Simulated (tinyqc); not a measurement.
Concentration-dependent dopant diffusion with charged defects and the built-in field: one step, computed by the program tinyqc. Command: `OMP_NUM_THREADS=1 python tinyqc.py 3024716 3024717 out.jsonl extrinsic walk`. One thread of a shared host (Intel(R) Xeon(R) Processor @ 2.30GHz), about 0.09 s of CPU time with the checks.

A constant source C_s feeds a half space. The dopant moves through neutral point defects and through charged ones, whose number grows with the majority carrier density n.

Problem. Intrinsic density and partial diffusivities. n_i = 3.87e16 T^1.5 exp(-7014/T) per cm^3 (T in kelvin, an empirical form); each D = prefactor x exp(-E/(k_B T)); the intrinsic diffusivity D_i is their sum. Temperatures in kelvin are T(C) + 273.15.

Inputs (values chosen for the exercise, modelled on arsenic in silicon): neutral prefactor D0x = 0.00975 cm^2/s; neutral activation energy E0 = 3.43 eV; singly charged prefactor D01 = 35.2 cm^2/s; activation energy E1 = 4.15 eV; temperature T = 975 C.

Field enhancement: off.

Constants: k_B = 8.617333262e-05 eV/K.

Give: n_i; partial diffusivities; intrinsic diffusivity D_i.

Solution.

n_i = 6.189e+18 1/cm^3

partial diffusivities (cm^2/s): Dx 1.378e-16, D1 6.161e-16

intrinsic diffusivity D_i = 7.540e-16 cm^2/s
